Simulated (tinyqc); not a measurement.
## Energy and delay of logic against supply voltage: energy and delay against supply voltage

One expression serves below and above threshold: I(Vg) = Ik [ln(1 + exp((Vg - VT + dd V)/(al nf Vt)))]^al, with I_on = I(V) and I_off = I(0). Gate delay td = kd C V/I_on, clock period LD td. Per gate and cycle the switching energy is act C V^2 and the leakage energy I_off V LD td. No short-circuit current, no variation. Minima are sought above 0.09 V; below a few Vt gates no longer switch and the model has no meaning.

EDP = energy times td.

Parameters, values chosen for the exercise; values of the order met in logic technologies:
```
symbol  value  unit                               meaning
T         358     K                           temperature
VT       0.25     V  threshold voltage at zero drain bias
nf       1.32                                slope factor
dd       0.04         barrier lowering per volt of supply
Ik        2.5    uA            specific current of a gate
al       1.46                 exponent of the current law
C         1.8    fF            load capacitance of a gate
kd        0.9                                delay factor
LD         60                                 logic depth
act      0.02                             activity factor
```

Constants: q = 1.602176634e-19 C, kB = 1.380649e-23 J/K, Vt = kB T/q. Results are converted to the units shown.

Result of one run:
```
V (V)  I_on (uA)  I_off (nA)  td (ps)  switching (aJ)  leakage (aJ)  energy (aJ)  EDP (fJ ps)
1.2        153.6       17.11    12.66           51.84         15.59        67.43       0.8535
```

What becomes of these results when the supply voltage V is changed from 1.2 to 0.27 V, all else the same?

Result of the changed run:
```
V (V)  I_on (uA)  I_off (nA)  td (ps)  switching (aJ)  leakage (aJ)  energy (aJ)  EDP (fJ ps)
0.27       2.447       6.939    178.8           2.624         20.10        22.72        4.062
```

The whole series:
```
V (V)  I_on (uA)  I_off (nA)  td (ps)  switching (aJ)  leakage (aJ)  energy (aJ)  EDP (fJ ps)
0.27       2.447       6.939    178.8           2.624         20.10        22.72        4.062
0.38       9.669       7.723    63.67           5.198         11.21        16.41        1.045
0.48       20.36       8.512    38.19           8.294         9.361        17.66       0.6742
0.58       33.73       9.381    27.86           12.11         9.093        21.20       0.5907
0.69       50.78       10.44    22.01           17.14         9.513        26.65       0.5867
0.79       68.08       11.50    18.80           22.47         10.25        32.72       0.6151
0.89       86.89       12.67    16.59           28.52         11.23        39.74       0.6595
0.99       107.1       13.96    14.98           35.28         12.42        47.70       0.7144
1.1        130.8       15.53    13.62           43.56         13.97        57.53       0.7838
1.2        153.6       17.11    12.66           51.84         15.59        67.43       0.8535
```

td falls from 179 to 12.7 ps; the energy goes from 22.7 through a minimum of 16.4 (at V = 0.38 V among the rows listed) to 67.4 aJ and the EDP goes from 4.06 through a minimum of 0.587 (at V = 0.69 V among the rows listed) to 0.853 fJ ps. The exact minima lie at V = 0.394 V for the energy and 0.639 V for the EDP. Going from 1.2 V to the energy minimum saves a factor of 4.12 in energy and costs a factor of 4.60 in delay. Below the minimum the leakage energy rises faster than the switching energy falls, because the clock period grows so steeply.

Numbers from tinyqc (`OMP_NUM_THREADS=1 python tinyqc.py 2082024 2082025 out.jsonl`; about 0.01 s on one thread of a shared Intel Xeon 2.30GHz).
